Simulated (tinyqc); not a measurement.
# Threshold switch as oscillator and as selector in a crossbar: array size against supply voltage

Off state: I = Ith sinh(V/V0)/sinh(Vth/V0) up to Vth. On state: V = Vh + I Ron down to the holding current Ih, at Vl = Vh + Ih Ron. Switching is instantaneous.

In an N x N array driven at Vs, the V/2 scheme puts Vs/2 on 2 (N - 1) cells; the V/3 scheme puts Vs/3 on all N^2 - 1 others, N - 1 of them on the selected row. Row leakage is (N - 1) I; wasted power is the number of cells times V I. The largest N keeps the row leakage below a tenth of Iw.

Inputs (values chosen for the exercise); values of the order of Ge-Sb-Te and related chalcogenides:
```
symbol,value,unit,meaning
Vth,3.4,V,threshold voltage
Ith,0.3,uA,current at threshold
V0,0.17,V,voltage scale of the off-state sinh
Iw,150,uA,write current
```

Result of one run:
```
I at Vs/2 (nA),"largest N, V/2","largest N, V/3"
182.0,83.44,5.483e4
```

Which supply voltage Vs gave this result: 3.57, 4.01, 5.76 or 6.63 V?

Vs = 6.63 V.

The whole series:
```
Vs (V),I at Vs/2 (nA),"largest N, V/2","largest N, V/3"
3.57,0.02246,6.680e5,2.212e7
4.01,0.08191,1.831e5,9.335e6
4.44,0.2901,5.170e4,4.017e6
4.88,1.058,1.417e4,1.695e6
5.32,3.861,3886,7.154e5
5.76,14.08,1066,3.019e5
6.19,49.88,301.7,1.299e5
6.63,182.0,83.44,5.483e4
```

The half-select current grows a decade every 2 V0 ln 10 = 0.783 V, so the largest N falls from 6.68e5 to 83.4 in the V/2 scheme and from 2.21e7 to 54800 in the V/3 scheme. Vs must stay below 2 Vth = 6.80 V (V/2) or half-selected cells switch.

Range of the model: Delay times, drift of Vth and line resistance are left out.

Computed by the program tinyqc: `OMP_NUM_THREADS=1 python tinyqc.py 2490126 2490127 out.jsonl`, one thread of a shared Intel Xeon 2.30GHz, about 0.01 s for the whole run.
